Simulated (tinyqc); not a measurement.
From results to parameters: Hueckel model of a polar double bond. Computed by the program tinyqc.

Problem. A C=X pi bond in Hueckel theory has H_XX = alpha + h beta, H_CC = alpha and H_CX = k beta, with two electrons. Find h, k, the charge on carbon and the bond order.

x values of the two levels (E = alpha + x beta): 2.686468  -0.226468

Solution. The sum of the x values is h and their product is -k^2; the charge on carbon is h/sqrt(h^2 + 4k^2) and the bond order 2k/sqrt(h^2 + 4k^2).

h, k: 2.460  0.780
charge on carbon, bond order: 0.8445  0.5355
